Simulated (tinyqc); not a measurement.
From results back to parameters: electrons shared among three sets of ellipsoidal valleys. Five cases, with inputs chosen for the exercise.

Problem. An ellipsoidal valley with ml > mt has m_d = (ml mt^2)^(1/3) and 1/m_c = (1/ml + 2/mt)/3.
Find: K = ml/mt; ml; mt.

Method. m_d/m_c = K^(1/3) (2 + 1/K)/3 rises steadily for K > 1, so it fixes K; then mt = m_d/K^(1/3) and ml = K mt.

Case 1.

m_d = 0.221802 m0
m_c = 0.112857 m0

Solution.

K = ml/mt = 24.09
ml = 1.850 m0
mt = 0.0768 m0

Case 2.

m_d = 0.231149 m0
m_c = 0.115765 m0

Solution.

K = ml/mt = 25.34
ml = 1.994 m0
mt = 0.0787 m0

Case 3.

m_d = 0.318572 m0
m_c = 0.251646 m0

Solution.

K = ml/mt = 5.20
ml = 0.956 m0
mt = 0.1839 m0

Case 4.

m_d = 0.316613 m0
m_c = 0.258162 m0

Solution.

K = ml/mt = 4.55
ml = 0.870 m0
mt = 0.1910 m0

Case 5.

m_d = 0.226328 m0
m_c = 0.115068 m0

Solution.

K = ml/mt = 24.15
ml = 1.891 m0
mt = 0.0783 m0

Computed by tinyqc, one run a case: `OMP_NUM_THREADS=1 python tinyqc.py N N+1 out.jsonl` with N = 1652389, 1652497, 1652539, 1652635, 1652709; one thread of a shared Intel(R) Xeon(R) Processor @ 2.30GHz, about 0.02 s a run at most.
